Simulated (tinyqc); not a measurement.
Punch-through p+-n junction, ionisation integral and breakdown: one step of the calculation.

A p+ layer at x < 0 and an n drift layer from x = 0 to L on an n+ substrate. Depletion approximation, built-in voltage neglected. Local ionisation coefficients alpha_n = an exp(-(bn/E)^mx), alpha_p = ap exp(-(bp/E)^mx). Electrons move towards +x, holes towards x = 0.

Question. Ionisation integrals by the trapezoid rule. G(x) = integral from 0 to x of (alpha_n - alpha_p); I_n = integral of alpha_n exp(-G) (electrons injected at x = 0), I_p = integral of alpha_p exp(G(end) - G) (holes injected at the far edge); M = 1/(1 - I). All integrals by the trapezoid rule on the grid.

```
point,x (um),alpha_n (1/cm),alpha_p (1/cm)
0,0.0000000,8110.6627,926.59551
1,0.3750000,6791.5817,688.02658
2,0.7500000,5604.2270,498.46770
3,1.1250000,4548.4889,351.24032
4,1.5000000,3622.8743,239.81545
5,1.8750000,2824.3520,157.94934
6,2.2500000,2148.2251,99.817137
7,2.6250000,1588.0489,60.135970
8,3.0000000,1135.6155,34.267658
9,3.3750000,781.03060,18.291064
10,3.7500000,512.90797,9.0352590
11,4.1250000,318.70298,4.0676990
12,4.5000000,185.19687,1.6366390
```

Give: G; alpha_n exp(-G); I_n; I_p; M_n; M_p.

Answer.

```
point,G,alpha_n exp(-G) (1e3 1/cm)
0,0.000,8.111
1,0.249,5.294
2,0.459,3.540
3,0.634,2.413
4,0.776,1.668
5,0.889,1.161
6,0.978,0.808
7,1.045,0.559
8,1.094,0.380
9,1.129,0.253
10,1.153,0.162
11,1.168,0.099
12,1.177,0.057
```

I_n = 0.7658
I_p = 0.2138
M_n = 4.269
M_p = 1.272

tinyqc, about 0.07 s, one thread, Intel Xeon 2.30GHz (shared host): `OMP_NUM_THREADS=1 python tinyqc.py 2120044 2120045 out.jsonl`
